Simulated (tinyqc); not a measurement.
## Thermal resistances of a two-die stack

Inverse problem. Heat leaves through the lower die only, and the system is linear. Find the resistance R1 from the lower die to the coolant, R2 between the dies, and the rise of the upper die when both are powered.

Inputs (values chosen for the exercise): power of the lower die P1 = 17 W; power of the upper die P2 = 4.1 W.

rises of the lower and upper die with only the lower one powered (K): [9.86, 9.86]
rises of the lower and upper die with only the upper one powered (K): [2.378, 2.665]

Answer. With only the lower die powered no heat crosses R2, so both dies rise by P1 R1; the difference in the second test is P2 R2; rises add.

R1 = 0.5800 K/W
R2 = 0.07000 K/W
rise of the upper die = 12.53 K

Computed by the program tinyqc: `OMP_NUM_THREADS=1 python tinyqc.py 2162054 2162055 out.jsonl`, one thread of a shared Intel Xeon 2.30GHz, about 0.02 s for the whole run.
